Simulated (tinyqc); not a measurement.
Threshold of a short bulk MOSFET: charge sharing, barrier lowering, narrow width: two steps of the calculation.

n-channel device on a p-type body, depletion approximation, full ionisation. Uniform doping N = Na. Vbi from Boltzmann statistics is rough for the degenerate source. Cox = eps0 eox/tox.

Values chosen for this exercise; band and dielectric values close to those of silicon:

| symbol | value | unit | meaning |
|---|---|---|---|
| T | 300 | K | temperature |
| Eg | 1.11 | eV | band gap |
| eps_r | 11.8 |  | relative permittivity |
| Nc | 2.76e19 | cm^-3 | conduction-band density of states at T |
| Nv | 2.68e19 | cm^-3 | valence-band density of states at T |
| eox | 3.9 |  | relative permittivity of the gate insulator (close to silicon dioxide) |
| tox | 3.8 | nm | insulator thickness |
| Na | 9.8e16 | cm^-3 | channel doping |
| Nsd | 1e20 | cm^-3 | source and drain doping |
| Vfb | -0.97 | V | flat-band voltage for the doping Na |
| xj | 25 | nm | junction depth |
| Vbs | -1 | V | body-source voltage |
| Vds | 0.5 | V | drain-source voltage |
| W | 620 | nm | gate width |
| xw | 0.7854 |  | shape factor of the fringing depletion at the width edges |
| L | 470 | nm | channel length |

Constants: q = 1.602176634e-19 C, kB = 1.380649e-23 J/K, Vt = kB T/q, eps0 = 8.8541878128e-14 F/cm where lengths are in cm. Results are converted to the units shown.

Task 1. Long-channel threshold and scales. ni = sqrt(Nc Nv) exp(-Eg/(2 Vt)), Eg in volts; 2 pB = 2 Vt ln(N/ni); flat band Vfb - Vt ln(N/Na); Wd = sqrt(2 eps0 eps_r (2 pB - Vbs)/(q N)); body term q N Wd/Cox; long-channel VT0 = flat band + 2 pB + body term; Vbi = Vt ln(N Nsd/ni^2); scale length l = sqrt((eps_r/eox) tox Wd).

Wanted: N; 2 pB; flat band; Wd; body term; VT0; Vbi; l.

Result 1.

N = 9.800e16 cm^-3
2 pB = 0.8191 V
flat band = -0.9700 V
Wd = 155.6 nm
body term = 0.2688 V
VT0 = 0.1180 V
Vbi = 0.9982 V
l = 42.30 nm

Task 2. Short-channel and narrow-width shifts. Charge sharing (trapezoid; it ignores Vds): F = (xj/L)(sqrt(1 + 2 Wd/xj) - 1), lowering = body term times F. Barrier lowering: th = exp(-L/(2 l)) + 2 exp(-L/l), lowering = th [2 (Vbi - 2 pB) + Vds], DIBL = th. Narrow width: rise = body term times xw Wd/W. VT by each model = VT0 - lowering + rise.

2 pB = 0.81911864 V
Wd = 155.59393 nm
body term = 0.26884340 V
VT0 = 0.11796204 V
Vbi = 0.99822021 V
l = 42.295759 nm

Find: F; lowering by charge sharing; th; lowering of the barrier; DIBL; narrow-width rise; VT, charge sharing; VT, barrier lowering.

Result 2.

F = 0.14187
lowering by charge sharing = 38.140 mV
th = 0.0038936
lowering of the barrier = 3.3415 mV
DIBL = 3.8936 mV/V
narrow-width rise = 52.990 mV
VT, charge sharing = 0.13281 V
VT, barrier lowering = 0.16761 V

L is 11.1 scale lengths. The charge-sharing lowering is 11.4 times the barrier lowering; the first falls off as 1/L and the second exponentially. Both describe the same loss of gate control, so they are alternatives and are not added.

Computed by the program tinyqc: `OMP_NUM_THREADS=1 python tinyqc.py 2002078 2002079 out.jsonl`, one thread of a shared Intel Xeon 2.30GHz, about 0.01 s for the whole run.
